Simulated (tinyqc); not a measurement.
Koster-Slater impurity in a tight-binding band, by Green functions and by supercells: one step, computed by the program tinyqc.

One orbital per site, e(k) = -2 t sum cos(k_i) over 2 direction(s), band from -4 t to 4 t, lattice constant 1. One site has the extra energy U. Spin is left out.

Problem. The level in the supercell. In a periodic cell of N sites along each direction with Bloch vector K, the level solves 1/U = N^-d sum_k 1/(E - e(k)), k_i = (2 pi m_i + K_i)/N, m_i = 0..N-1; the outermost root on the side of U is taken (bisection). d is the number of directions. Gamma means K_i = 0, the zone corner K_i = pi, the quarter point K_i = pi/2. The error is measured against the isolated level E_b.

Inputs (values chosen for the exercise, for a model band): hopping t = 0.78 eV; impurity potential U = -3.15 eV; supercell edge N = 3 sites.

Lattice: square.

level E_b = -3.957587 eV

Give: level at Gamma; level at the corner; level at the quarter point; error at Gamma; width between Gamma and the corner.

Solution.

level at Gamma = -4.151 eV

level at the corner = -3.748 eV

level at the quarter point = -3.951 eV

error at Gamma = -0.1933 eV

width between Gamma and the corner = 0.4028 eV

Images turn the level into a band 0.403 eV wide; the quarter point misses the isolated level by 0.0070 eV, far less than Gamma, because the leading hopping between images averages out there.
